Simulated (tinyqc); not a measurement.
Bandgap voltage reference from two bipolar transistors: output against temperature.

Two transistors of area 1 and N carry the same current I. Is(T) = Is (T/T0)^eta exp[(Vg0 q/kB)(1/T0 - 1/T)], VBE1 = Vt ln(I/Is(T)) + I rb, VBE2 = Vt ln(I/(N Is(T))) + I rb/N. The amplifier forces I R1(T) = VBE1 - VBE2 + Vos, with R(T) = R (1 + tc (T - T0)) for both resistors, and the output is Vref = VBE1 + I R2(T). Base currents and the Early effect are neglected.

Vt = kB T/q; I = (Vt ln N + Vos)/(R1(T) - rb (1 - 1/N)).

Inputs (values chosen for the exercise); values of the order met in silicon bipolar transistors: reference temperature T0 = 300 K; band-gap voltage extrapolated to 0 K Vg0 = 1.153 V; temperature exponent of the saturation current eta = 3.1; saturation current of the unit transistor at T0 Is = 4.1e-18 A; area ratio of the second transistor N = 24; resistor across which the difference of VBE falls, at T0 R1 = 10 kohm; temperature coefficient of both resistors tc = 0 ppm/K; offset of the amplifier Vos = 0 mV; series resistance of the unit transistor rb = 15 ohm; output resistor at T0 R2 = 59.44 kohm.

Constants: q = 1.602176634e-19 C, kB = 1.380649e-23 J/K. Results are converted to the units shown.

Result of one run:

| I (uA) | VBE1 (V) | I R2 (V) | Vref (V) | Vref - Vref(T0) (mV) | dVref/dT (uV/K) |
|---|---|---|---|---|---|
| 8.173 | 0.7356 | 0.4858 | 1.221 | -0.09597 | 48.59 |

Which temperature T gave this result: 233, 253, 298 or 348 K?

T = 298 K.

The whole series:

| T (K) | I (uA) | VBE1 (V) | I R2 (V) | Vref (V) | Vref - Vref(T0) (mV) | dVref/dT (uV/K) |
|---|---|---|---|---|---|---|
| 218 | 5.979 | 0.8600 | 0.3554 | 1.215 | -6.128 | 105.2 |
| 233 | 6.390 | 0.8370 | 0.3798 | 1.217 | -4.642 | 93.12 |
| 253 | 6.939 | 0.8061 | 0.4124 | 1.219 | -2.931 | 78.22 |
| 273 | 7.487 | 0.7750 | 0.4450 | 1.220 | -1.506 | 64.45 |
| 298 | 8.173 | 0.7356 | 0.4858 | 1.221 | -0.09597 | 48.59 |
| 323 | 8.859 | 0.6959 | 0.5266 | 1.222 | 0.9341 | 34.01 |
| 348 | 9.544 | 0.6558 | 0.5673 | 1.223 | 1.614 | 20.52 |
| 373 | 10.23 | 0.6154 | 0.6081 | 1.223 | 1.968 | 7.968 |
| 398 | 10.92 | 0.5747 | 0.6488 | 1.224 | 2.019 | -3.772 |
| 423 | 11.60 | 0.5337 | 0.6896 | 1.223 | 1.785 | -14.80 |

VBE1 falls by 1.59 mV/K on average and I R2 rises by 1.63 mV/K. The slope of Vref vanishes at T = 390 K. Between 233 and 398 K Vref spans 6.68 mV, or 33.1 ppm/K by the box method (span over the average over T, over 165 K).

Computed by the program tinyqc: `OMP_NUM_THREADS=1 python tinyqc.py 2062009 2062010 out.jsonl`, one thread of a shared Intel Xeon 2.30GHz, about 0.03 s for the whole run.
